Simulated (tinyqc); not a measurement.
# Schottky emission and Poole-Frenkel conduction in an insulator, and how to tell them apart: activation energy against field

Schottky emission (electrode-limited): J = As T^2 exp[-(pb - b sqrt(F))/Vt], b = sqrt(q/(4 pi eps0 ei)). Poole-Frenkel emission (bulk-limited): J = s0 F exp[-(pt - 2 b sqrt(F))/Vt]. F in V/cm.

The activation energy is -d ln J/d(q/kB T) at fixed F.

Parameters, values chosen for the exercise; dielectric values close to those of silicon nitride: temperature T = 325 K; high-frequency relative permittivity ei = 3.98; trap depth pt = 1.22 eV; Poole-Frenkel prefactor s0 = 6.3 S/cm; electrode barrier pb = 1.11 eV; Richardson constant As = 60 A/(cm^2 K^2).

Constants: q = 1.602176634e-19 C, kB = 1.380649e-23 J/K, Vt = kB T/q, eps0 = 8.8541878128e-14 F/cm where lengths are in cm. Results are converted to the units shown.

Results:
```
F (MV/cm)  sqrt(F) ((V/cm)^0.5)  J, Schottky (A/cm^2)  its Ea (eV)  J, Poole-Frenkel (A/cm^2)  its Ea (eV)
0.2                       447.2             8.095e-10        1.081                  6.607e-11        1.050
0.81                      900.0              1.753e-8       0.9948                   1.255e-7       0.8776
1.43                       1196              1.307e-7       0.9386                   1.232e-5       0.7651
2.04                       1428              6.339e-7       0.8943                   4.132e-4       0.6767
2.66                       1631              2.511e-6       0.8558                   0.008452       0.5996
3.89                       1972              2.551e-5       0.7909                      1.276       0.4697
4.5                        2121              7.017e-5       0.7625                      11.17       0.4130
```

Estimate the missing row, F = 3.27 MV/cm.

Computed row:
```
F (MV/cm)  sqrt(F) ((V/cm)^0.5)  J, Schottky (A/cm^2)  its Ea (eV)  J, Poole-Frenkel (A/cm^2)  its Ea (eV)
3.27                       1808              8.374e-6       0.8221                     0.1156       0.5321
```

With this row back in the table: Both activation energies fall linearly in sqrt(F), the Poole-Frenkel one twice as fast (1.05 to 0.413 eV against 1.08 to 0.763 eV). They extrapolate to pt = 1.22 eV and to pb + 2 kB T = 1.17 eV, the 2 kB T coming from the T^2. The smaller current changes from one mechanism to the other between F = 0.2 and 0.81 MV/cm. For F = 2.04, 2.66, 3.27, 3.89, 4.5 a Fowler-Nordheim estimate for tunnelling through pb with a mass of 0.4 m0 exceeds the Schottky current, so tunnelling, left out here, would compete. For F = 2.66, 3.27, 3.89, 4.5 a Fowler-Nordheim estimate for tunnelling through pb with a mass of 0.4 m0 exceeds the Poole-Frenkel current, so tunnelling, left out here, would compete.

Numbers from tinyqc (`OMP_NUM_THREADS=1 python tinyqc.py 2370020 2370021 out.jsonl`; about 0.01 s on one thread of a shared Intel Xeon 2.30GHz).
